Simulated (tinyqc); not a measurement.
Thermal stress and diffusional relaxation in a metal film: Coble and Nabarro-Herring creep, cooling and holds: one step, computed by the program tinyqc. Command: `OMP_NUM_THREADS=1 python tinyqc.py 3016535 3016536 out.jsonl creep walk`. One thread of a shared host (Intel(R) Xeon(R) Processor @ 2.30GHz), about 0.05 s of CPU time with the checks.

A thin film on a rigid substrate is stress-free at T0. Tension is positive and the film creeps linearly: d sigma/dt = -M (mismatch) dT/dt - sigma/tau.

Question. Stress after cooling to room temperature. Creep rate per stress: Nabarro-Herring 14 D Omega/(k_B T d^2), Coble (14 pi) delta D_b Omega/(k_B T d^3), with D = D0 exp(-E/(k_B T)), delta D_b = (delta D_b)0 exp(-E_b/(k_B T)); 1/tau = M x (sum of both)/2 (biaxial strain rate is half the uniaxial one). Temperatures in kelvin are T(C) + 273.15. Cooling from T0 at the constant rate: d sigma/dT = -slope + sigma/(tau(T) x rate), integrated to 25 C (stiff solver, tolerance 1e-9). Effective stress-free temperature T_eff = 25 C + sigma/slope.

Inputs (values chosen for the exercise, modelled on silver films on silicon): biaxial modulus M = 138 GPa; atomic volume Omega = 17 angstrom^3; lattice prefactor D0 = 3.4e-05 m^2/s; lattice energy E = 1.93 eV; boundary prefactor (delta D_b)0 = 3.6e-15 m^3/s; boundary energy E_b = 0.945 eV; grain size d = 0.27 um; stress-free temperature T0 = 400 C; hold temperature T = 230 C; cooling rate = 30 C/min.

thermoelastic slope = 2.1804 MPa/K

Constants: k_B = 1.380649e-23 J/K; k_B = 8.617333262e-05 eV/K.

Give: stress at 25 C; effective stress-free temperature.

Answer.

stress at 25 C = 298.8 MPa

effective stress-free temperature = 162.1 C

Creep during cooling removes 63.5 % of the elastic value. Caution: bulk creep laws overstate relaxation in a bonded film, and dislocation glide would cap stresses above the yield stress.
